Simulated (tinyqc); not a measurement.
What each parameter does: interface roughness in a thin film (subband fluctuation and scattering).

Square well of width t, barriers V0, c = hbar^2/2m0: E1 solves k t + 2 atan[(k/mz)/(kappa/mb)] = pi, k = sqrt(mz E/c), kappa = sqrt(mb (V0 - E)/c). One interface is rough, so the subband edge fluctuates by G dt with G = |dE1/dt| (central difference of 0.01 angstrom; 2 E1/t for hard walls).

Gaussian roughness spectrum S(q) = pi D^2 Lc^2 exp(-q^2 Lc^2/4). Degenerate gas, taken to fill one subband (the second starts to fill once c kF^2/md exceeds E2 - E1, which is not tested here): kF = sqrt(2 pi Ns/gv), q = 2 kF sin(theta/2), 1/tau = (md/(2 pi c hbar)) G^2 times the integral from 0 to pi of S(q)(1 - cos theta)/eps(q)^2 dtheta, eps(q) = 1 + qs/q with screening (qs = gv md q0/(c eps), q0 = e^2/(4 pi eps0), form factors left out, which overstates the screening; other scattering is left out too, so these values lie far above measured mobilities in all but the thinnest films) or 1 without; mobility = tau c2/md with c2 = e/m0 = 1.75882e15 cm^2/(V s^2); 1e12/cm^2 = 1e-4/angstrom^2.

Constants: hbar^2/2m0 = 3.80998211 eV angstrom^2; hbar = 6.58211957e-16 eV s; e^2/(4 pi eps0) = 14.39964547 eV angstrom.

Values chosen for the exercise (near those of a thin Si channel on (100), two-fold valleys; shifted at random, so the results belong to these values and not to a real crystal):
- t = 18 angstrom (film thickness)
- mz = 0.934 m0 (confinement mass)
- V0 = 2.94 eV (barrier)
- mb = 0.47 m0 (barrier mass)
- md = 0.185 m0 (mass in the plane)
- gv = 2 (valleys)
- D = 3.5 angstrom (rms height of the roughness)
- Lc = 54 angstrom (correlation length)
- Ns = 1.2 x 1e12/cm^2 (sheet density)
- eps = 7.9 (mean dielectric constant at the channel)

G, G D, and the screened mobility.

Results for these values:
```
case  G (meV/angstrom)  G D (meV)  mobility (cm^2/(V s))
base            10.524      36.84                   1991
```

What happens to each result for V0 = 2.06 eV, all else kept?

Answer: G falls from 10.524 to 9.987; G D falls from 36.84 to 34.95; mobility rises from 1991 to 2212.

The same for each parameter in turn:
```
case                   G (meV/angstrom)  G D (meV)  mobility (cm^2/(V s))
base                             10.524      36.84                   1991
t = 14 angstrom                  20.709      72.48                  514.3
D = 4.55 angstrom                10.524      47.89                   1178
Lc = 62 angstrom                 10.524      36.84                   1977
Ns = 1.92 x 1e12/cm^2            10.524      36.84                   2229
mz = 1.074 m0                     9.472      33.15                   2459
md = 0.213 m0                    10.524      36.84                   1909
V0 = 2.06 eV                      9.987      34.95                   2212
eps = 9.5                        10.524      36.84                   1467
```

In the base case G D is 4.7 times EF - E1 = 7.8 meV: the fluctuation exceeds the Fermi energy, so the Born rate for a uniform gas is not to be trusted.

Computed by tinyqc, a small Python program: `OMP_NUM_THREADS=1 python tinyqc.py 1250387 1250388 out.jsonl` (the numbers bound the seed that draws the inputs); one thread of a shared host (Intel(R) Xeon(R) Processor @ 2.30GHz), about 0.01 s for the whole set of steps.
